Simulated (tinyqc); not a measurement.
Grain-boundary trapping model (Seto) of a polycrystalline semiconductor film: one step, computed by the program tinyqc. Command: `OMP_NUM_THREADS=1 python tinyqc.py 3026406 3026407 out.jsonl poly walk`. One thread of a shared host (Intel(R) Xeon(R) Processor @ 2.30GHz), about 0.01 s of CPU time with the checks.

Grains of equal size L are joined by thin boundaries with one trap level. Trapped carriers deplete a width W on each side and raise a barrier, crossed by thermionic emission. Dopants are fully ionised, statistics are non-degenerate and mu_g does not depend on T.

Problem. Critical doping. If all traps fill, the grain is just depleted at N* = Q_t/L, with the barrier e Q_t L/(8 eps eps_0).

Inputs (values chosen for the exercise, modelled on polycrystalline SiGe): permittivity eps = 13.5; grain size L = 48 nm; trap density Q_t = 1.6e+12 1/cm^2.

Grain interior: resistance included.

Constants: e = 1.602176634e-19 C; eps_0 = 8.8541878128e-12 F/m; k_B = 8.617333262e-05 eV/K.

Give: N*; barrier at N* with all traps filled.

Solution.

N* = 3.3333e+17 1/cm^3

barrier at N* with all traps filled = 0.12868 V
